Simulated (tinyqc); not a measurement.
Transverse acoustic branch against its sound line: Keating valence-force model of a tetrahedral crystal. Computed by tinyqc, a small Python program. Command: `OMP_NUM_THREADS=1 python tinyqc.py 3010805 3010806 out.jsonl keating walk`. One thread of a shared host (Intel(R) Xeon(R) Processor @ 2.30GHz), about 0.04 s of CPU time with the checks.

Atom A sits at 0 and atom B at a/4 (1,1,1) of an fcc lattice; the four bonds from A are t = a/4 (1,1,1), a/4 (1,-1,-1), a/4 (-1,1,-1), a/4 (-1,-1,1), of length d = sqrt(3) a/4. Energy: E = (3 alpha/(8 d^2)) sum over bonds (r.r - d^2)^2 + (3 beta/(8 d^2)) sum over pairs of bonds at one atom (r_i.r_j + d^2/3)^2, with beta_A for the six pairs at A and beta_B for the six at B. The cell holds two atoms, Omega = a^3/4. 1 N/m = 1 J/m^2. With constants fitted to the elastic moduli this model puts optical and zone-boundary frequencies of real crystals too high, by up to about 20 % in elemental crystals and up to about 50 % in compounds, and mostly by more for TA modes; in compounds the lattice part of the static dielectric constant then comes out too low.

Inputs (values chosen for the exercise, modelled on cubic gallium nitride):

| quantity | value | unit |
|---|---|---|
| lattice constant a | 4.52 | angstrom |
| mass M_A | 69.72 | u |
| mass M_B | 14.007 | u |
| bond stretching alpha | 78.4 | N/m |
| bond bending beta_A | 16.6 | N/m |
| bond bending beta_B | 16.6 | N/m |

Structure: zinc blende.

Constants: nu for 1 eV/(angstrom^2 u) = 15.6333042 THz; 1 eV/angstrom^2 = 16.02176634 J/m^2; u = 1.6605390666e-27 kg.

Method:
- beta = (beta_A + beta_B)/2; C11 = (alpha + 3 beta)/a, C12 = (alpha - beta)/a, C44 = 4 alpha beta/(a (alpha + beta)); with the two sublattices clamped C44(0) = (alpha + beta)/a; internal-strain parameter zeta = (alpha - beta)/(alpha + beta); B = (C11 + 2 C12)/3.
- With displacements u exp(i q.r), each bracket changes by g.u, where g = (g_A, g_B): bond t, g = (-2 t, 2 t exp(i q.t)); pair (i, j) at A, g = (-(t_i + t_j), t_i exp(i q.t_j) + t_j exp(i q.t_i)); pair at B, g = (-t_i exp(-i q.t_j) - t_j exp(-i q.t_i), t_i + t_j). Then D_mn = sum over the 4 bonds and 12 pairs of (4 k/a^2) conj(g_m) g_n / sqrt(M_m M_n), with k = alpha or beta converted to eV/angstrom^2. Only the short-range forces enter; the Coulomb field of the charges is left out.
- An eigenvalue lambda of D in eV/(angstrom^2 u) gives nu = 15.6333042 THz x sqrt(lambda).
- The sound line is nu = v q/(2 pi) with v = sqrt(C44/rho), rho = (M_A + M_B)/Omega; the clamped line uses C44(0).

C44 = 121.233 GPa

clamped C44(0) = 210.177 GPa

Frequencies (THz) along G-X:

| q (2 pi/a) | lowest branch | sound line, relaxed C44 | sound line, clamped C44(0) | third-lowest frequency | highest frequency |
|---|---|---|---|---|---|
| 0.05 | 0.4959 | 0.4963 | 0.653 | 0.7585 | 22.292 |
| 0.15 | 1.4785 | 1.4890 | 1.960 | 2.2587 | 22.285 |
| 0.30 | 2.8934 | 2.9779 | 3.921 | 4.4051 | 22.259 |
| 0.45 | 4.1781 | 4.4669 | 5.881 | 6.3292 | 22.216 |
| 0.60 | 5.2611 | 5.9559 | 7.842 | 7.9252 | 22.159 |
| 0.75 | 6.0674 | 7.4448 | 9.802 | 9.0948 | 22.099 |
| 0.90 | 6.5277 | 8.9338 | 11.763 | 9.7545 | 22.058 |
| 1.00 | 6.6177 | 9.9264 | 13.070 | 9.8828 | 22.049 |

What does the comparison show, and why?

At small q the branch follows the relaxed line (0.999 of it, against 0.759 of the clamped one): in a long shear wave the sublattices shift against each other. At X it reaches 67 % of the relaxed line. Real tetrahedral semiconductors have flatter TA branches than a Keating model fitted to their elastic constants, which needs longer-ranged terms to mend.

Extremes, crossings and ranges named in words are read from the listed rows.
